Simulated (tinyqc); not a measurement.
p-n diode, drift-diffusion by the Gummel loop with Scharfetter-Gummel fluxes: current against voltage in the dark.

Abrupt junction at x = 0, p side from -Lp, n side to Ln, ohmic contacts. psi is counted from the intrinsic level; n = ni exp((psi - phin)/Vt), p = ni exp((phip - psi)/Vt). Contacts: p side psi = V - Vt ln(Na/ni), p = Na, n = ni^2/Na; n side psi = Vt ln(Nd/ni), n = Nd, p = ni^2/Nd. Constant mobilities, D = mu Vt, Boltzmann statistics, SRH recombination through a mid-gap level, U = (n p - ni^2)/(tp (n + ni) + tn (p + ni)). Current is positive from the p contact to the n contact.

ni = sqrt(Nc Nv) exp(-Eg/(2 Vt)), Eg in volts. Poisson and both continuity equations are solved self-consistently with Scharfetter-Gummel fluxes on a graded mesh of 500 nodes. J_scr is q times the integral of U between -xp and xn. Ideal diffusion current J_id = q ni^2 [Dn coth(wp/Le)/(Le Na) + Dp coth(wn/Lh)/(Lh Nd)] (exp(V/Vt) - 1), Le = sqrt(Dn tn), Lh = sqrt(Dp tp), wp = Lp - xp, wn = Ln - xn, with xp and xn from the depletion approximation (W = sqrt(2 eps0 eps_r (Vbi - V)(1/Na + 1/Nd)/q), xp = W Nd/(Na + Nd), xn = W Na/(Na + Nd), Vbi = Vt ln(Na Nd/ni^2)). Ideality factor = 0.004 V/(Vt ln[J(V + 0.004 V)/J(V)]). Here G = 0.

Parameters, values chosen for the exercise; band and dielectric values close to those of silicon:
- T = 350 K (temperature)
- Eg = 1.11 eV (band gap)
- eps_r = 11.7 (relative permittivity)
- Nc = 3.49e19 cm^-3 (conduction-band density of states at T)
- Nv = 3.29e19 cm^-3 (valence-band density of states at T)
- Na = 3.5e16 cm^-3 (acceptor density of the p side)
- Nd = 6.4e17 cm^-3 (donor density of the n side)
- mun = 560 cm^2/(V s) (electron mobility)
- mup = 230 cm^2/(V s) (hole mobility)
- tn = 8e-8 s (SRH lifetime of electrons)
- tp = 3e-8 s (SRH lifetime of holes)
- Lp = 0.59 um (length of the p side)
- Ln = 1.1 um (length of the n side)
- G = 0 cm^-3 s^-1 (uniform generation rate)

Constants: q = 1.602176634e-19 C, kB = 1.380649e-23 J/K, Vt = kB T/q, eps0 = 8.8541878128e-14 F/cm where lengths are in cm. Results are converted to the units shown.

Result of one run:

| V (V) | J (A/cm^2) | ideality factor | J_scr/J (%) | J_id (A/cm^2) | share recombining at the contacts (%) | larger minority/doping at -xp and xn |
|---|---|---|---|---|---|---|
| 0.34 | 0.0158 | 1.02 | 2.35 | 0.0158 | 97.5 | 1.11e-5 |

What becomes of these results when the bias of the p contact V is changed from 0.34 to 0.52 V, all else the same?

Result of the changed run:

| V (V) | J (A/cm^2) | ideality factor | J_scr/J (%) | J_id (A/cm^2) | share recombining at the contacts (%) | larger minority/doping at -xp and xn |
|---|---|---|---|---|---|---|
| 0.52 | 5.64 | 1.02 | 0.201 | 5.80 | 99.7 | 0.00399 |

The whole series:

| V (V) | J (A/cm^2) | ideality factor | J_scr/J (%) | J_id (A/cm^2) | share recombining at the contacts (%) | larger minority/doping at -xp and xn |
|---|---|---|---|---|---|---|
| 0.16 | 5.55e-5 | 1.13 | 25.2 | 4.22e-5 | 74.7 | 2.94e-8 |
| 0.22 | 3.41e-4 | 1.07 | 12.3 | 3.05e-4 | 87.6 | 2.13e-7 |
| 0.28 | 0.00228 | 1.03 | 5.46 | 0.00219 | 94.4 | 1.54e-6 |
| 0.34 | 0.0158 | 1.02 | 2.35 | 0.0158 | 97.5 | 1.11e-5 |
| 0.4 | 0.112 | 1.02 | 1.01 | 0.113 | 98.9 | 7.99e-5 |
| 0.46 | 0.794 | 1.01 | 0.444 | 0.811 | 99.4 | 5.70e-4 |
| 0.52 | 5.64 | 1.02 | 0.201 | 5.80 | 99.7 | 0.00399 |
| 0.59 | 54.4 | 1.04 | 0.0814 | 57.5 | 99.8 | 0.0363 |
| 0.65 | 347 | 1.14 | 0.0374 | 409 | 99.8 | 0.202 |

J rises from 5.55e-5 to 347 A/cm^2; the ideality factor goes from 1.13 through a minimum of 1.01 (at V = 0.46 V among the rows listed) to 1.14. Recombination in the depleted layer stays under half of the current. Where the factor is lowest (V = 0.46 V), J is 2.0 % below the ideal diffusion current. From V = 0.65 V on the minority density at an edge of the layer exceeds a tenth of the doping, and in the last row J is 15 % below the ideal value.

Numbers from tinyqc (`OMP_NUM_THREADS=1 python tinyqc.py 2240025 2240026 out.jsonl`; about 0.1 s on one thread of a shared Intel Xeon 2.30GHz).
